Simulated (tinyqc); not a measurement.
What moves the results: inter-valley coupling by envelope functions against a chain of atomic planes. A value that a table varies takes the place of the one given here.

Chain: E(phi) = e0 + 2 v cos(phi) + 2 u cos(2 phi), cos(phi0) = -v/(4u), e0 = 2u + v^2/(4u); plane j = 0, 1, ... has the potential V_j = dE x_j + F (j - 30) a/4 (1 MV/m = 1e-4 V/angstrom). There are 30 barrier planes a side; with y = j - 29.5, x_j = xb (f(y) + f(Nw - y)), f(y) = 1/(1 + exp(y/L)), plus any Ge added in the well. The valley splitting is the spacing of the two lowest levels. Envelope theory: F_j solves a one-valley chain with hopping -b and diagonal 2b + V_j, b = 4u sin^2(phi0), sum F_j^2 = 1; the valleys couple by Dv = sum_j F_j^2 V_j exp(-2 i phi0 j) and split by 2|Dv|.

Values chosen for the exercise (near those of the Delta valleys of silicon in a SiGe well; shifted at random, so the results belong to these values and not to a real crystal):
- a = 5.431 angstrom (lattice constant; planes lie a/4 apart)
- u = 0.594 eV (second-neighbour hopping)
- v = 0.729 eV (nearest hopping)
- Nw = 60 (planes in the well)
- L = 1.25 planes (interface width)
- xb = 0.33 (Ge fraction of the barriers)
- dE = 0.57 eV (offset per unit Ge fraction)
- F = 5 MV/m (field)
- xs = 0.1 (Ge fraction added on that plane)
- xw = 0.007 (mean Ge fraction of the wiggle)
- x0 = 5414 (start of the number sequence)
- na = 8000 (atoms a plane under the dot)
- js = 43 (plane j of a Ge spike (the well starts at j = 30))

## Position of the spike

The spike is moved through the well; position counted from the first well plane, j - 30.

Against position:
```
j - 30,"F_j^2, smooth",mean of the doublet (meV),"splitting, chain (micro-eV)",envelope,first order
3,0.00999,21.86,915,895,1139
7,0.02277,22.41,2007,1963,2596
12,0.03600,23.05,3297,3253,4104
18,0.03956,23.35,3888,3859,4510
24,0.03158,22.93,3045,3024,3601
30,0.01989,22.30,1789,1768,2268
39,0.00690,21.70,586,575,787
48,0.00153,21.47,133,130,175
57,0.00013,21.41,13,13,14
```

What can be read from the table?

The splitting is largest at plane 18 among these rows (3888 micro-eV), and the smooth envelope peaks at plane 16, counting all planes; without a spike it is 0.61. Where the splitting exceeds 20 micro-eV the envelope theory lies within 2.2 % of the chain and first order within 34 %.

## A periodic Ge profile (wiggle well)

periods (planes): pi/phi0 1.66871, pi/(pi - phi0) 2.49541

Added fraction xw (1 - cos(2 pi (j - 30)/p)) on the well planes; p = f times the resonant period pi/(pi - phi0). At resonance the estimate is dE xw.

Against period:
```
f,p (planes),mean of the doublet (meV),"splitting, chain (micro-eV)",envelope
0.90,2.2459,25.34,194,211
0.95,2.3706,25.27,1654,1718
0.98,2.4455,25.32,3436,3478
0.99,2.4705,25.35,3815,3826
1.00,2.4954,25.37,3960,3942
1.01,2.5204,25.36,3857,3820
1.02,2.5453,25.33,3539,3493
1.05,2.6202,25.27,2031,1970
1.10,2.7450,25.32,480,445
1.50,3.7431,25.36,10,9
3.00,7.4862,25.37,2,2
```

How do the results move?

The splitting peaks at f = 1 with 3.96 meV, against the estimate dE xw = 3.99 meV, and is 0.87 and 0.89 of the value at f = 1 two per cent off to either side: the width of the resonance is set by the number of periods under the envelope. At f = 3 it is 2 micro-eV. The chain has one orbital a plane and knows only this resonance; longer periods that work through other bands are outside it.

## Random alloy fluctuations

A uniform fraction x is added on all planes. Each plane j then fluctuates by q sqrt(x_j (1 - x_j)/na) in Ge fraction, q = sqrt12 (z/2147483647 - 1/2) with z(new) = 16807 z mod 2147483647 from x0, restarted for each row; 24 samples. Theory: Dv is a complex Gaussian with sigma^2 = dE^2 sum F_j^4 x_j (1 - x_j)/na, and the mean splitting is sqrt(pi) sigma if the smooth part is negligible.

Splitting (micro-eV):
```
x,sigma,sqrt(pi) sigma,mean of 24,least,largest
0.00,22.3,39.6,35.6,2.8,79.4
0.01,109.5,194.2,168.6,67.7,292.3
0.02,152.5,270.4,235.6,83.2,410.5
0.05,236.0,418.2,365.7,116.3,646.2
0.10,324.1,574.5,503.3,155.3,895.0
```

What can be read from the table?

Without added Ge the disorder sits in the barriers, where the state is small: mean 35.6 micro-eV, against 0.61 for the smooth well. With 5 % Ge in the well the mean is 366, theory 418, with a statistical error of about 11 % for 24 samples; the miss is -13 %, and since every row reuses one sequence the rows with added Ge miss alike. The spread grows with the mean: at 5 % the samples run from 116 to 646, so small splittings remain possible. sigma falls as 1/sqrt(na) for larger dots. A chain with one orbital a plane has no Bloch-function factor, which scales all these couplings down in fuller models.

## What each parameter does

Chain with the spike on plane js. Each row changes one parameter from the base and keeps the others.

Results:
```
case,level (meV),splitting (micro-eV)
base,23.150,3492.4
Nw = 66,23.082,3441.2
L = 1.75 planes,23.693,3342.1
xb = 0.38,23.350,3443.3
dE = 0.627 eV,23.420,3726.3
F = 7 MV/m,28.503,4229.9
js = 46,23.335,3860.4
xs = 0.13,23.538,4267.5
```

What does this show?

The largest shifts from the base row, up to three for each result and ties (the steps differ in size, so this ranks the rows, not the parameters). level (meV): F +5.353, L +0.543, xs +0.388. splitting (micro-eV): xs +775.1, F +737.5, js +368.0.

Program tinyqc; command `OMP_NUM_THREADS=1 python tinyqc.py 1450233 1450234 out.jsonl`; about 0.09 s on one thread of a shared Intel(R) Xeon(R) Processor @ 2.30GHz.
